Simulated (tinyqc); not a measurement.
Thermal, flicker and telegraph noise of a field-effect transistor: one step, computed by the program tinyqc.

Strong inversion, threshold roll-off and channel-length modulation left out; noise sources are uncorrelated and are given as one-sided spectral densities.

Question. How many traps? Active traps per decade of time constant: N_dec = N_t k_B T W L lambda ln(10); a single trap at the interface shifts the threshold by e/(W L C_ox) and the current by g_m times that; tunnelling depth for frequency f, z = lambda ln(1/(2 pi f tau_0)), tau_0 = 1e-10 s.

Inputs (values chosen for the exercise, modelled on a high-k silicon transistor):

| quantity | value | unit |
|---|---|---|
| width W | 25 | micrometre |
| length L | 680 | nm |
| oxide trap density N_t | 6.1e+16 | 1/(eV cm^3) |
| frequency f | 10 | Hz |
| temperature T | 300 | K |

Operating region: saturation. Flicker model: Hooge.

tunnelling length lambda = 1.115837 angstrom

C_ox = 0.4666396 microfarad/cm^2

g_m = 967.5291 microsiemens

drain current I = 226.8922 microampere

Constants: k_B = 8.617333262e-05 eV/K; e = 1.602176634e-19 C.

Give: traps per decade; threshold step of one trap; current step of one trap; depth probed at f.

Answer.

traps per decade = 6.8879

threshold step of one trap = 0.0020197 mV

current step of one trap = 8.6124e-04 %

depth probed at f = 2.1073 nm

With several traps per decade their Lorentzians merge into 1/f.
